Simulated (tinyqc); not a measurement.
Capillary instabilities by surface diffusion: grooving and agglomeration of films, edge retraction, wire break-up and smoothing of roughness: one step, computed by the program tinyqc.

Isotropic surface energy; shapes change by surface diffusion alone.

Task: Break-up of a free wire. A wire with r + A cos(k z) has dA/dt = (B/r^4) (kr)^2 [1 - (kr)^2] A: unstable for wavelengths above 2 pi r, fastest at kr = 1/sqrt 2 with the rate B/(4 r^4); break-up time about (4 r^4/B) ln(r/A0); each wavelength makes a sphere of radius (3 r^2 lambda_m/4)^(1/3).

Inputs (values chosen for the exercise, of the order of those of a nickel silicide film):

| quantity | value | unit |
|---|---|---|
| temperature T | 919 | K |
| time t | 38 | s |
| wire radius r | 19 | nm |
| initial ripple over radius | 0.02 | - |

B = 104.1137 nm^4/s

Give: fastest wavelength; break-up time; radius of the spheres; t over the break-up time.

Result:

fastest wavelength = 168.83 nm

break-up time = 19587 s

radius of the spheres = 35.755 nm

t over the break-up time = 0.0019401

The wire survives t. Caution: faceting can stabilise wires along low-index directions.
